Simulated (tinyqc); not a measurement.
## Well width for a wanted wavelength

Inverse problem. The layer is x parts of the first compound and 1 - x of the second, grown coherently on the third as substrate and barrier. Rows of the table: lattice constant a, average valence level Ea on an absolute scale, spin-orbit splitting so, gaps at Gamma, X and L, hydrostatic deformation potentials av and ac (Gamma), shear potential b, elastic constants, electron and heavy-hole (along z) masses. All are interpolated linearly in x; gaps get -C x (1 - x), taken wholly in the conduction band; real line-ups can differ from this model by 0.1 eV or more. In-plane strain e = (a_substrate - a)/a, e_z = -2 (c12/c11) e, volume change 2 e + e_z. With v = 2 e + e_z and d = 2 b (e_z - e): Eav = Ea + av v; E_hh = Eav + so/3 - d/2; E_lh = Eav - so/6 + d/4 + sqrt(so^2 + so d + 9 d^2/4)/2; E_c = Ea + so/3 + EG + ac v (Gamma). Substrate: E_v = Ea + so/3, E_c = E_v + EG. Well depths: dEc = E_c(substrate) - E_c, dEhh = E_hh - E_v(substrate), dElh likewise; strained Gamma gap E_c - max(E_hh, E_lh); positive values confine carriers in the layer. Lowest level of a finite well of width Lw and depth V: kw Lw/2 = arctan(sqrt((mw/mb)(V - E)/E)), kw = sqrt(mw E/C), C = hbar^2/(2 m0), for electrons (dEc) and heavy holes (dEhh), mb from the substrate; transition E_c - E_hh + both levels, without exciton binding; wavelength h c/E. Find Lw and the two levels.

Parameters, values chosen for the exercise: fraction of the first compound in the layer x = 0.49; bowing of the Gamma gap CG = 1.43 eV; bowing of the X gap CX = 1.2 eV; bowing of the L gap CL = 1.2 eV.

Constants: q = 1.602176634e-19 C, hbar = 1.054571817e-34 J s, h = 6.62607015e-34 J s, m0 = 9.1093837015e-31 kg, c = 299792458 m/s, hbar^2/(2 m0) = 0.0380998212 eV nm^2. Results are converted to the units shown.

Binary compounds, values chosen for the exercise:
```
	close to GaSb	close to GaAs	close to InP
a (angstrom)	6.096	5.653	5.869
Ea (eV)	-6.25	-6.92	-7.04
so (eV)	0.755	0.337	0.11
EG (eV)	0.732	1.4	1.33
EX (eV)	1.02	1.87	2.22
EL (eV)	0.8	1.71	1.96
av (eV)	0.78	1.17	1.26
ac (eV)	-6.89	-7.13	-5.05
b (eV)	-1.99	-1.71	-1.7
c11 (GPa)	88.5	119	101
c12 (GPa)	39.9	54.5	56.1
me (m0)	0.0384	0.066	0.0801
mh (m0)	0.247	0.346	0.533
```

wavelength = 1679.7322 nm

Answer. Both levels fall steadily as the well widens, so the wavelength rises steadily and one width matches.

Lw = 9.900 nm
electron level = 11.67 meV
heavy-hole level = 10.18 meV

Numbers from tinyqc (`OMP_NUM_THREADS=1 python tinyqc.py 2690005 2690006 out.jsonl`; about 0.01 s on one thread of a shared Intel Xeon 2.30GHz).
